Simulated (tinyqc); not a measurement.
## Gain factor and gap resistance from two string resistances

Problem. At small bit-line voltage each of the 96 cells has the resistance 1/(K x) at overdrive x (no mobility reduction) in series with a gap resistance Rg. Find K, Rg and the share of the gaps at the higher overdrive.

resistance of a string of 96 equal cells at overdrives of 3.2 and 8 V (kohm): 3325.8894  1410.9957

Answer. The resistance per cell is a straight line in 1/x with slope 1/K and intercept Rg.

K = 9.40 uA/V^2
Rg = 1.40 kohm
share of the gaps = 9.53 %

tinyqc, about 0.6 s, one thread, Intel Xeon 2.30GHz (shared host): `OMP_NUM_THREADS=1 python tinyqc.py 2142232 2142233 out.jsonl`
